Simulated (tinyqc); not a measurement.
Ideality from Voc and Vmp.

Problem. An ideal cell J = Jsc - J0 (exp(V/(n Vt)) - 1) has exp((Voc - Vmp)/(n Vt)) = 1 + Vmp/(n Vt) at maximum power. Find n, J0 and FF.

Inputs (values chosen for the exercise):
- T = 323 K (temperature)

Constants: q = 1.602176634e-19 C, kB = 1.380649e-23 J/K, Vt = kB T/q. Results are converted to the units shown.

Jsc = 25.1 mA/cm^2
Voc = 0.91664764 V
Vmp = 0.79549430 V

Answer. With a = n Vt, a ln(1 + Vmp/a) rises steadily with a, so Voc - Vmp fixes it; J0 follows from Voc.

n = 1.43
J0 = 2.50e-12 A/cm^2
FF = 0.826

Program tinyqc, `OMP_NUM_THREADS=1 python tinyqc.py 2280131 2280132 out.jsonl`; Intel Xeon 2.30GHz, shared host, one thread, about 0.01 s.
